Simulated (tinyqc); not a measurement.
From results back to parameters: Slater-Koster d bands of a bcc metal. Three cases, with inputs chosen for the exercise.

Problem. In a bcc d band E(t2g) = +/-((8/3) dds + (16/9) ddp + (32/9) ddd) + f2 (4 ddp + 2 ddd) and E(eg) = +/-((16/3) ddp + (8/3) ddd) + f2 (3 dds + 3 ddd), with + at Gamma and - at H = (1,0,0). ddd is given; the four levels come from hidden dds, ddp and f2.

Case 1.

Values chosen (out of a larger set: of the size met in Ta; not measured data): ddd = -0.065 eV (dd delta).

levels (eV): t2g Gamma -1.48036, eg Gamma 1.09012, t2g H 3.73030, eg H -5.06988

Case 2.

Values chosen (out of a larger set: of the size met in Ta; not measured data): ddd = -0.182 eV (dd delta).

levels (eV): t2g Gamma -1.60789, eg Gamma 2.27468, t2g H 3.69877, eg H -5.46932

Case 3.

Values chosen (out of a larger set: of the size met in Nb; not measured data): ddd = -0.087 eV (dd delta).

levels (eV): t2g Gamma -1.11720, eg Gamma 1.53928, t2g H 3.66324, eg H -5.43139

Find: f2; dds, ddp.

Solution. Half differences between Gamma and H give the first-neighbour parts and half sums the second. The eg half difference gives ddp and the t2g one dds. Since 4 ddp + 2 ddd is 3/4 of (16/3) ddp + (8/3) ddd, f2 is 4/3 of the ratio of the t2g half sum to the eg half difference; the eg half sum then serves as a check. Without ddd these four levels would not fix the three integrals.

Case 1.

f2 = 0.487

dds, ddp (eV): -1.297  0.610

Case 2.

f2 = 0.360

dds, ddp (eV): -1.297  0.817

Case 3.

f2 = 0.487

dds, ddp (eV): -1.245  0.697

Computed by tinyqc, one run a case: `OMP_NUM_THREADS=1 python tinyqc.py N N+1 out.jsonl` with N = 1481734, 1481779, 1481867; one thread of a shared Intel(R) Xeon(R) Processor @ 2.30GHz, about 0.04 s a run at most.
